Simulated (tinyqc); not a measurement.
Short-channel transistor, virtual-source model with series resistance: one step of the calculation.

The current per gate width is the charge at the top of the source barrier (the virtual source) times its velocity times a saturation function; al and be are fitting constants of the model. Units: I in uA/um, Rs in ohm um, so I Rs = 1e-6 I Rs in volts; Q in uC/cm^2, so I = 1e-4 Q vx0 Fsat with vx0 in cm/s.

Question. What the series resistance costs. Intrinsic voltages Vg' = Vgs - I Rs, Vd' = Vds - 2 I Rs. n = n0 + nd Vd', VT = VT0 - dl Vd', Ff = 1/(1 + exp((Vg' - VT + al Vt/2)/(al Vt))), Q = Cinv n Vt ln(1 + exp((Vg' - VT + al Vt Ff)/(n Vt))), Vdsat = (vx0 L/mu)(1 - Ff) + Vt Ff, Fsat = u/(1 + u^be)^(1/be) with u = Vd'/Vdsat, and I = Q vx0 Fsat per width. I0 is the current for Rs = 0. Effective velocity I/Q; transit time L Q/I.

Inputs (values chosen for the exercise): temperature T = 300 K; inversion capacitance Cinv = 1.48 uF/cm^2; velocity at the virtual source vx0 = 1.59e7 cm/s; apparent mobility mu = 190 cm^2/(V s); channel length L = 20 nm; threshold at zero drain voltage VT0 = 0.433 V; drain-induced barrier lowering dl = 0.195 V/V; subthreshold factor n0 = 1.06; growth of n with drain voltage nd = 0.2 1/V; threshold shift (in units of Vt) from weak to strong inversion al = 3.5; sharpness of saturation be = 1.4; series resistance of each contact Rs = 150 ohm um; gate voltage Vgs = 1.2 V; drain voltage Vds = 1.2 V.

Constants: q = 1.602176634e-19 C, kB = 1.380649e-23 J/K, Vt = kB T/q. Results are converted to the units shown.

converged I = 1494.3270 uA/um
I0 = 2254.3220 uA/um

Give: loss against I0; effective velocity; transit time.

Answer.

loss against I0 = 33.713 %
effective velocity = 1.4645e7 cm/s
transit time = 0.13657 ps

The carriers leave the virtual source at 92.1 % of vx0: the device is in saturation.

tinyqc, about 0.01 s, one thread, Intel Xeon 2.30GHz (shared host): `OMP_NUM_THREADS=1 python tinyqc.py 2380023 2380024 out.jsonl`
